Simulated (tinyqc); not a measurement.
Resonant-tunnelling diode, transfer matrices and Tsu-Esaki current: one step of the calculation.

Emitter (band edge 0), barrier d1, well Lw, barrier d2, collector (edge -V). The bias drops linearly over these layers and none in the contacts; each layer is cut into ns equal slices, flat at the value of their centres. E is the energy of motion across the layers, C = hbar^2/(2 m0), psi and psi'/m are continuous. Transport is coherent, T(E) is taken as independent of the transverse momentum, and charge in the well is ignored.

Question. Breit-Wigner parameters from a parabola through 1/T(E). Near a resonance 1/T(E) = (1/Tp) [1 + (2 (E - Er)/G)^2]. With y = 1/T(E) at E0 - h, E0, E0 + h: a = (y1 + y3 - 2 y2)/(2 h^2), b = (y3 - y1)/(2 h), Er = E0 - b/(2 a), 1/Tp = y2 - b^2/(4 a), G = 2 sqrt(1/(Tp a)), tau = hbar/G.

Constants: q = 1.602176634e-19 C, hbar = 1.054571817e-34 J s. Results are converted to the units shown.

three energies (eV): [0.039234, 0.040434, 0.041634]
T(E) at these energies: [0.48897783, 0.71315961, 0.43284880]

Give: Er; Tp; G; tau.

Answer.

Er = 0.04033 eV
Tp = 0.7161
G = 3.221 meV
tau = 204.4 fs

The true maximum of T(E) lies at 0.040310 eV with height 0.7175 and full width 3.203 meV; the fitted G is 0.56 % above that width.

Numbers from tinyqc (`OMP_NUM_THREADS=1 python tinyqc.py 2600027 2600028 out.jsonl`; about 0.2 s on one thread of a shared Intel Xeon 2.30GHz).
